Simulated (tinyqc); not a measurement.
## Junction parameters from two forward currents

Question. D(v) = J1 (exp(v/Vt) - 1) + J2 (exp(v/(2 Vt)) - 1). Find J1, J2 and the voltage 2 Vt ln(J2/J1) near which both parts are equal.

Inputs (values chosen for the exercise): temperature T = 330 K.

Constants: q = 1.602176634e-19 C, kB = 1.380649e-23 J/K, Vt = kB T/q. Results are converted to the units shown.

junction voltages (V): 0.34  0.68
currents (uA/um): 1.6019252e-5  0.17092795

Answer. The current is linear in J1 and J2, so two points give two equations.

J1 = 6.800e-12 uA/um
J2 = 3.800e-8 uA/um
crossover = 0.4907 V

tinyqc, about 0.2 s, one thread, Intel Xeon 2.30GHz (shared host): `OMP_NUM_THREADS=1 python tinyqc.py 2182051 2182052 out.jsonl`
